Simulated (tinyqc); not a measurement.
Front-illuminated p-i-n photodiode, quantum efficiency and bandwidth: two steps of the calculation.

Light enters through a p layer (0 to xp), a depleted layer (xp to xp + wi) and a thick n substrate, decaying as exp(-al x); one pass, no back reflection. Carriers made in the depleted layer are all collected; those in the neutral layers diffuse.

Values chosen for this exercise; values close to those of 4H silicon carbide at this wavelength:
```
symbol,value,unit,meaning
lam,280,nm,wavelength
al,15700,1/cm,absorption coefficient
Rf,0.05,,reflectance of the front face
eps_r,9.77,,relative permittivity
xp,0.2,um,thickness of the front p layer
wi,0.57,um,thickness of the depleted layer
Dn,5,cm^2/s,electron diffusion coefficient in the p layer
Ln,6,um,electron diffusion length in the p layer
S,4e5,cm/s,recombination velocity of the front surface
Lp,0.67,um,hole diffusion length in the thick n substrate
ve,1.91e7,cm/s,electron drift velocity
vh,1.4e7,cm/s,hole drift velocity
dia,400,um,diameter
RL,50,ohm,load resistance
Cp,60,fF,parasitic capacitance
f,110,GHz,modulation frequency
```

Constants: q = 1.602176634e-19 C, h = 6.62607015e-34 J s, c = 299792458 m/s, eps0 = 8.8541878128e-14 F/cm where lengths are in cm. Results are converted to the units shown.

Question 1. Quantum efficiency. k = al Ln, s = S Ln/Dn, e = exp(-al xp); front layer f1 = (k/(k^2 - 1)) {[s + k - e (s cosh(xp/Ln) + sinh(xp/Ln))]/[s sinh(xp/Ln) + cosh(xp/Ln)] - k e}; depleted layer f2 = e (1 - exp(-al wi)); substrate f3 = e exp(-al wi) al Lp/(1 + al Lp); external efficiency (1 - Rf)(f1 + f2 + f3); responsivity = efficiency q lam/(h c).

Give: s; f1; f2; f3; external efficiency; responsivity.

Answer 1.

s = 48.000
f1 = 0.18220
f2 = 0.43199
f3 = 0.15304
external efficiency = 0.72887
responsivity = 0.16460 A/W

The front layer absorbs 26.9 % of the light that enters and collects 67.6 % of that. Diffusion from the neutral layers makes up 43.7 % of the current.

Question 2. Response at one frequency. Drift response for pairs made in the depleted layer, a = al wi, g = 1 - exp(-a), u = 2 pi i f, te = wi/ve, th = wi/vh: electrons He = [g - a (exp(-a) - exp(-u te))/(u te - a)]/(u te g), holes Hh = [g - a (1 - exp(-a - u th))/(a + u th)]/(u th g); C = eps0 eps_r pi (dia/2)^2/wi + Cp; total |He + Hh|/sqrt(1 + (2 pi f RL C)^2), for the current of the depleted layer alone.

Wanted: te; th; He; Hh; |He + Hh|; C; total response.

Answer 2.

te = 2.9843 ps
th = 4.0714 ps
He = 0.37819-0.33535i
Hh = 0.23345-0.25600i
|He + Hh| = 0.85076
C = 19131 fF
total response = 0.0012868

The drift response alone falls to 1/sqrt(2) at 161 GHz and the RC term alone at 0.166 GHz; together they give 0.166 GHz for this part of the current; the diffusion currents, left out, respond on their own time scales.

Program tinyqc, `OMP_NUM_THREADS=1 python tinyqc.py 2250119 2250120 out.jsonl`; Intel Xeon 2.30GHz, shared host, one thread, about 0.01 s.
